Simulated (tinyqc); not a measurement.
Reflectance across the plasma edge: free-carrier optics of a doped semiconductor (Drude model with one polar phonon).

eps(E) = ei [1 - Ep^2/(E^2 + i E Gam)] + (es - ei) wT^2/(wT^2 - E^2 - i E gT), with Ep^2 = 8 pi c (e^2/(4 pi eps0)) N/(m ei), c = hbar^2/2m0, N in 1/angstrom^3 (1e-24 per 1/cm^3); Gam = hbar/tau, tau = mu m m0/e with m0/e = 5.685630e-12 kg/C and mu in m^2/(V s). Energies in meV.

n + i k = sqrt(eps1 + i eps2) with k >= 0; R = ((n - 1)^2 + k^2)/((n + 1)^2 + k^2) at normal incidence from vacuum; alpha = 2 E k/(hbar c), times 1e8 for 1/cm; loss function Im(-1/eps) = eps2/(eps1^2 + eps2^2).

Constants: hbar^2/2m0 = 3.80998211 eV angstrom^2; e^2/(4 pi eps0) = 14.39964547 eV angstrom; hbar = 6.58211957e-16 eV s; hbar c = 1973.269805 eV angstrom.

Values chosen for the exercise (mass and dielectric values near those of GaAs; N and mu are free inputs; interband absorption and the rise of the mass with filling are left out; not measured data):
- N = 1.2e+18 1/cm^3 (carrier density)
- m = 0.0676 m0 (conductivity mass)
- mu = 1900 cm^2/(V s) (mobility)
- ei = 11.14 (high-frequency dielectric constant)
- wT = 32.9 meV (TO phonon)
- es = 13.42 (static dielectric constant)
- gT = 0.3 meV (phonon damping)

Spectrum:

| E (meV) | eps1 | eps2 | R | alpha (1/cm) |
|---|---|---|---|---|
| 4.7 | -223.41 | 454.27 | 0.910 | 9.10e+03 |
| 14.1 | -73.47 | 55.88 | 0.877 | 1.30e+04 |
| 23.4 | -23.17 | 15.05 | 0.811 | 1.20e+04 |
| 32.8 | 105.81 | 179.28 | 0.786 | 2.38e+04 |
| 39.8 | -8.48 | 3.45 | 0.795 | 1.20e+04 |
| 46.9 | -1.80 | 2.09 | 0.462 | 7.18e+03 |
| 51.6 | 0.66 | 1.57 | 0.109 | 3.79e+03 |
| 58.6 | 3.13 | 1.08 | 0.091 | 1.79e+03 |
| 70.3 | 5.63 | 0.63 | 0.167 | 942 |
| 93.7 | 8.06 | 0.27 | 0.230 | 446 |
| 234.4 | 10.65 | 0.02 | 0.282 | 62.5 |

Give the missing row, E (meV) = 140.6.

Computed row:
```
E (meV)  eps1  eps2      R  alpha (1/cm)
140.6    9.77  0.08  0.266           181
```

Ep = 46.9 meV and Gam = 9.0 meV. R is 0.910 at the lowest energy and lowest, 0.091, at 58.6 meV of those listed; without damping and phonon it would vanish at Ep sqrt(ei/(ei - 1)) = 49.1 meV. At the highest energy R is 0.282, against 0.290 for ei alone. Between the last two rows alpha goes as E^-2.08, where the Drude limit far above Ep and Gam is E^-2. Inside the metallic range the phonon cuts a dip in R near L-, below wT = 32.9 meV, which the rows may miss.

(tinyqc, `OMP_NUM_THREADS=1 python tinyqc.py 1681866 1681867 out.jsonl`, Intel(R) Xeon(R) Processor @ 2.30GHz, 1 thread, shared host, about 0.01 s.)
